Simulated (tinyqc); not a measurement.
Plane-wave Kohn-Sham cycle with exchange-only LDA in a layered model solid, step by step. Computed by tinyqc, a small Python program that keeps every step. Settings: points = 16, plane-wave index or count = 3, electrons = 2, k points = 1, area = 12.0, mixing = 0.1, iteration cap = 59. Command: `OMP_NUM_THREADS=1 python tinyqc.py 23229 23230 out.jsonl` (the two numbers bound the seeds that draw the settings). One thread of a shared host (Intel(R) Xeon(R) Processor @ 2.60GHz), about 0.01 s of CPU time with the checks. Later iterations appear only in the table of the cycle.

## Iteration 1: potential

A solid whose potential varies along x alone (atomic units):
```
parameter                      value
period a                   15.500000
cross-section of the cell  12.000000
electrons per cell                 2
grid points                       16
plane waves -n..n, n               3
k points                           1
V1 in V1 cos(2 pi x/a)     -0.600000
V2 in V2 cos(4 pi x/a)     -0.220000
```

density at the start, on the grid x_j = j a/N (e/bohr^3): [0.010753, 0.010753, 0.010753, 0.010753, 0.010753, 0.010753, 0.010753, 0.010753, 0.010753, 0.010753, 0.010753, 0.010753, 0.010753, 0.010753, 0.010753, 0.010753]

V_H(G) = 4 pi rho(G)/G^2 for G != 0 (uniform background); v_x = -(3 rho/pi)^(1/3); V = V_ext + V_H + v_x; Fourier components f(G_m) = (1/N) sum_j f(x_j) exp(-i G_m x_j).

Potentials on the grid (hartree):
```
x          V_ext     V_H      v_x        V
0.0000   -0.8200  0.0000  -0.2174  -1.0374
0.9688   -0.7099  0.0000  -0.2174  -0.9272
1.9375   -0.4243  0.0000  -0.2174  -0.6416
2.9062   -0.0740  0.0000  -0.2174  -0.2914
3.8750    0.2200  0.0000  -0.2174   0.0026
4.8438    0.3852  0.0000  -0.2174   0.1678
5.8125    0.4243  0.0000  -0.2174   0.2069
6.7812    0.3988  0.0000  -0.2174   0.1814
7.7500    0.3800  0.0000  -0.2174   0.1626
8.7188    0.3988  0.0000  -0.2174   0.1814
9.6875    0.4243  0.0000  -0.2174   0.2069
10.6562   0.3852  0.0000  -0.2174   0.1678
11.6250   0.2200  0.0000  -0.2174   0.0026
12.5938  -0.0740  0.0000  -0.2174  -0.2914
13.5625  -0.4243  0.0000  -0.2174  -0.6416
14.5312  -0.7099  0.0000  -0.2174  -0.9272
```

V(G_m), m = 0, 1, 2, ... (hartree): [-0.2174, -0.3000, -0.1100, 0.0000, 0.0000, 0.0000, 0.0000]

## Iteration 1: Hamiltonian at one k

k = 0.0000 2 pi / a

H(m,m') = (k + G_m)^2/2 delta + V(G_m - G_m'), with V(-G) = V(G).

H (hartree), order -3, -2, -1, +0, +1, +2, +3:
```
[[0.5221, -0.3000, -0.1100, 0.0000, 0.0000, 0.0000, 0.0000],
 [-0.3000, 0.1113, -0.3000, -0.1100, 0.0000, 0.0000, 0.0000],
 [-0.1100, -0.3000, -0.1352, -0.3000, -0.1100, 0.0000, 0.0000],
 [0.0000, -0.1100, -0.3000, -0.2174, -0.3000, -0.1100, 0.0000],
 [0.0000, 0.0000, -0.1100, -0.3000, -0.1352, -0.3000, -0.1100],
 [0.0000, 0.0000, 0.0000, -0.1100, -0.3000, 0.1113, -0.3000],
 [0.0000, 0.0000, 0.0000, 0.0000, -0.1100, -0.3000, 0.5221]]
```

## Iteration 1: levels at that k

Diagonalise the Hermitian matrix.

eigenvalues (hartree): [-0.8013, -0.3537, 0.0190, 0.2667, 0.2785, 0.6835, 0.6865]

## Iteration 1: new density

Motion across x is left out: the lowest 1 band(s) hold two electrons at each of the k points (j + 1/2)/nk - 1/2. Residual R = rho(out) - rho(in); rho(new) = rho(in) + 0.1 R. rho(out) = 2/(a A nk) sum |psi|^2 with psi = sum c exp(i G x). Harris energy E = band energy - dV sum rho (V_H/2 + v_x) + (3/4) dV sum rho v_x with rho(in), dV = a A/N, band energy = (2/nk) sum of the filled levels.

rho(out) (e/bohr^3): [0.057443, 0.041167, 0.014195, 0.001829, 0.000052, 0.000016, 0.000032, 0.000000, 0.000021, 0.000000, 0.000032, 0.000016, 0.000052, 0.001829, 0.014195, 0.041167]

density after iteration 1 (e/bohr^3): [0.015422, 0.013794, 0.011097, 0.009860, 0.009683, 0.009679, 0.009681, 0.009677, 0.009679, 0.009677, 0.009681, 0.009679, 0.009683, 0.009860, 0.011097, 0.013794]

energy per cell = -1.494021 hartree

## Iteration 2: potential

As before.

Potentials on the grid (hartree):
```
x          V_ext      V_H      v_x        V
0.0000   -0.8200   0.1842  -0.2451  -0.8809
0.9688   -0.7099   0.1584  -0.2362  -0.7877
1.9375   -0.4243   0.0978  -0.2196  -0.5461
2.9062   -0.0740   0.0315  -0.2112  -0.2537
3.8750    0.2200  -0.0253  -0.2099  -0.0152
4.8438    0.3852  -0.0696  -0.2099   0.1057
5.8125    0.4243  -0.1013  -0.2099   0.1131
6.7812    0.3988  -0.1203  -0.2099   0.0686
7.7500    0.3800  -0.1266  -0.2099   0.0435
8.7188    0.3988  -0.1203  -0.2099   0.0686
9.6875    0.4243  -0.1013  -0.2099   0.1131
10.6562   0.3852  -0.0696  -0.2099   0.1057
11.6250   0.2200  -0.0253  -0.2099  -0.0152
12.5938  -0.0740   0.0315  -0.2112  -0.2537
13.5625  -0.4243   0.0978  -0.2196  -0.5461
14.5312  -0.7099   0.1584  -0.2362  -0.7877
```

V(G_m), m = 0, 1, 2, ... (hartree): [-0.2167, -0.2321, -0.1009, 0.0010, -0.0001, -0.0001, 0.0000]

## Iteration 2: Hamiltonian at one k

k = 0.0000 2 pi / a

As before.

H (hartree), order -3, -2, -1, +0, +1, +2, +3:
```
[[0.5227, -0.2321, -0.1009, 0.0010, -0.0001, -0.0001, 0.0000],
 [-0.2321, 0.1119, -0.2321, -0.1009, 0.0010, -0.0001, -0.0001],
 [-0.1009, -0.2321, -0.1346, -0.2321, -0.1009, 0.0010, -0.0001],
 [0.0010, -0.1009, -0.2321, -0.2167, -0.2321, -0.1009, 0.0010],
 [-0.0001, 0.0010, -0.1009, -0.2321, -0.1346, -0.2321, -0.1009],
 [-0.0001, -0.0001, 0.0010, -0.1009, -0.2321, 0.1119, -0.2321],
 [0.0000, -0.0001, -0.0001, 0.0010, -0.1009, -0.2321, 0.5227]]
```

## Iteration 2: levels at that k

As before.

eigenvalues (hartree): [-0.6665, -0.2679, 0.0300, 0.1866, 0.2417, 0.6272, 0.6321]

## Iteration 2: new density

As before.

rho(out) (e/bohr^3): [0.055745, 0.040628, 0.014963, 0.002352, 0.000137, 0.000031, 0.000031, 0.000000, 0.000014, 0.000000, 0.000031, 0.000031, 0.000137, 0.002352, 0.014963, 0.040628]

density after iteration 2 (e/bohr^3): [0.019454, 0.016477, 0.011484, 0.009109, 0.008728, 0.008714, 0.008716, 0.008710, 0.008713, 0.008710, 0.008716, 0.008714, 0.008728, 0.009109, 0.011484, 0.016477]

energy per cell = -1.239025 hartree

## Convergence

Stop when sqrt(dV sum R^2) is below 1e-8, dV = a A/N.

Course of the cycle:
```
iteration  E (hartree)  norm of the residual
1            -1.494021              2.47e-01
2            -1.239025              2.17e-01
3            -1.034943              1.88e-01
4            -0.874968              1.61e-01
5            -0.752787              1.34e-01
6            -0.664909              1.01e-01
7            -0.656035              1.81e-01
8            -0.717743              1.18e-01
9            -0.645374              7.23e-02
10           -0.661424              1.93e-01
11           -0.721123              1.15e-01
...                ...                   ...
49           -0.636032              1.04e-02
50           -0.636072              1.31e-02
51           -0.636825              3.64e-02
52           -0.642437              6.14e-02
53           -0.654636              1.65e-01
54           -0.705054              1.09e-01
55           -0.641571              5.71e-02
56           -0.652763              1.56e-01
57           -0.699844              1.06e-01
58           -0.639744              4.87e-02
59           -0.649559              1.41e-01
```

Not converged within 59 iterations: the residual wanders without falling. Reruns (cap 100 unless said): mixing 0.5, Kerker q0 1.0: not converged; mixing 0.3, Pulay depth 5: not converged; the original settings with a cap of 400: not converged.
